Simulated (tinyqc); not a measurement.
Round or elliptic silicon nanowire with anisotropic valleys (Ritz method): one step. Lowest level in this basis. Two cases, with inputs chosen for the exercise.

Problem. Solve H p = E S p for the wire level; give E, the ratios p2/p1 and p3/p1, and H11/S11.

Case 1.

S, lower triangle:
```
              1         u^2         v^2
1    1.04719755
u^2  0.13089969  0.03926991
v^2  0.13089969  0.01308997  0.03926991
```

H (meV), lower triangle:
```
             1        u^2        v^2
1    81.102515
u^2  13.517086  11.314882
v^2  13.517086   1.689636  12.340018
```

Case 2.

S, lower triangle:
```
              1         u^2         v^2
1    1.04719755
u^2  0.13089969  0.03926991
v^2  0.13089969  0.01308997  0.03926991
```

H (meV), lower triangle:
```
             1        u^2       v^2
1    65.626110
u^2  10.937685  13.136678
v^2  10.937685   1.367211  6.004271
```

Give: E; ratios; one function.

Solution.

Case 1.

E = 74.6 meV

ratios: -0.42  -0.37

one function = 77.4 meV

The two added functions lower the level by 2.8 meV (3.6 %); the two ratios are close, as the stretched shape is nearly a circle.

Case 2.

E = 59.5 meV

ratios: -0.25  -0.82

one function = 62.7 meV

The two added functions lower the level by 3.2 meV (5.1 %), mostly by narrowing the state along v, the direction in which the stretched ellipse is long.

Computed by tinyqc, one run a case: `OMP_NUM_THREADS=1 python tinyqc.py N N+1 out.jsonl` with N = 1281382, 1281410; one thread of a shared Intel(R) Xeon(R) Processor @ 2.30GHz, about 0.06 s a run at most.
